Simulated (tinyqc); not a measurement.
From results back to parameters: density of states of one tight-binding band on the simple cubic lattice. Three cases, with inputs chosen for the exercise.

Problem. For E(k) = -2 t (c1 + c2 + c3) - 4 t2 (c1 c2 + c2 c3 + c3 c1), ci = cos(2 pi ki), two differences between symmetry points are known: Gamma = (0, 0, 0), X = (1/2, 0, 0), M = (1/2, 1/2, 0), R = (1/2, 1/2, 1/2).

Case 1.

E(X) - E(Gamma) = 13.8800 eV
E(M) - E(X) = 8.1200 eV

Case 2.

E(X) - E(Gamma) = 4.8800 eV
E(M) - E(X) = 4.0800 eV

Case 3.

E(X) - E(Gamma) = 3.6400 eV
E(M) - E(X) = 2.3600 eV

Find: t; t2; E(R) - E(M).

Solution. E(Gamma) = -6t - 12 t2, E(X) = -2t + 4 t2, E(M) = 2t + 4 t2, E(R) = 6t - 12 t2.

Case 1.

t = 2.030 eV
t2 = 0.360 eV
E(R) - E(M) = 2.360 eV

Case 2.

t = 1.020 eV
t2 = 0.050 eV
E(R) - E(M) = 3.280 eV

Case 3.

t = 0.590 eV
t2 = 0.080 eV
E(R) - E(M) = 1.080 eV

Computed by tinyqc, one run a case: `OMP_NUM_THREADS=1 python tinyqc.py N N+1 out.jsonl` with N = 1682298, 1682320, 1682323; one thread of a shared Intel(R) Xeon(R) Processor @ 2.30GHz, about 0.2 s a run at most.
